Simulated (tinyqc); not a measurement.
Frequency dispersion of an accumulation capacitance by border traps, distributed model: two steps of the calculation.

Traps spread evenly through the insulator exchange electrons with the semiconductor by tunnelling, with tau(x) = t0 exp(2 ka x) at depth x from the interface. The admittance per area Y seen at depth x obeys dY/dx = -Y^2/(i w eps0 eox) + q Nb ln(1 + i w tau)/tau, with Y(0) = i w Cs and w = 2 pi f; the gate sees Y(tox) = G + i w C. Working variable y = Y/(i w), in uF/cm^2. Cox = eps0 eox/tox.

Inputs (values chosen for the exercise); permittivity close to that of aluminium oxide:
- eox = 8.38 (relative permittivity of the insulator)
- tox = 11 nm (insulator thickness)
- Cs = 0.71 uF/cm^2 (semiconductor capacitance in accumulation)
- Nb = 4.3e18 cm^-3 eV^-1 (density of border traps)
- ka = 6.3 1/nm (decay constant of the wave function in the insulator)
- t0 = 4e-10 s (time constant of a trap at the interface)
- f = 10000 Hz (frequency)
- xe = 1.2 nm (depth down to which the steps are taken)

Constants: q = 1.602176634e-19 C, eps0 = 8.8541878128e-14 F/cm where lengths are in cm. Results are converted to the units shown.

Task 1. Scales and lumped estimate. Cox; trap-free value 1/(1/Cox + 1/Cs); response depth d = ln(1/(w t0))/(2 ka), where w tau = 1; lumped estimate: all traps within d act as C_bt = q Nb d placed at d/2, so C = 1/{1/[1/(1/Cs + d/(2 eps0 eox)) + C_bt] + (tox - d/2)/(eps0 eox)}.

Give: Cox; trap-free C; d; C_bt; lumped C.

Result 1.

Cox = 0.67453 uF/cm^2
trap-free C = 0.34590 uF/cm^2
d = 0.84058 nm
C_bt = 0.057911 uF/cm^2
lumped C = 0.36018 uF/cm^2

The traps within reach amount to 0.0816 Cs and lie in the first 7.64 % of the insulator.

Task 2. Midpoint steps through the active depth. In terms of y: dy/dx = -y^2/(eps0 eox) + s(x), s = q Nb ln(1 + z)/z, z = i w tau. 10 midpoint steps of h = xe/10: y_half = y + (h/2) y'(x, y), y(new) = y + h y'(x + h/2, y_half).

Give: x; s; y.

Result 2.

```
point	x (nm)	s (uF/(cm^2 nm))	y (uF/cm^2)
0	0	0.068894-0.000001i	0.71000+0.00000i
1	0.12000	0.068894-0.000004i	0.71011+0.00000i
2	0.24000	0.068894-0.000018i	0.71022+0.00000i
3	0.36000	0.068893-0.000081i	0.71033-0.00001i
4	0.48000	0.068891-0.000366i	0.71044-0.00003i
5	0.60000	0.068840-0.001660i	0.71054-0.00012i
6	0.72000	0.067824-0.007364i	0.71061-0.00054i
7	0.84000	0.054253-0.023799i	0.71018-0.00226i
8	0.96000	0.020690-0.023391i	0.70646-0.00550i
9	1.0800	0.005134-0.010180i	0.69972-0.00729i
10	1.2000	0.001160-0.003368i	0.69217-0.00783i
```

Computed by the program tinyqc: `OMP_NUM_THREADS=1 python tinyqc.py 2202172 2202173 out.jsonl`, one thread of a shared Intel Xeon 2.30GHz, about 0.7 s for the whole run.
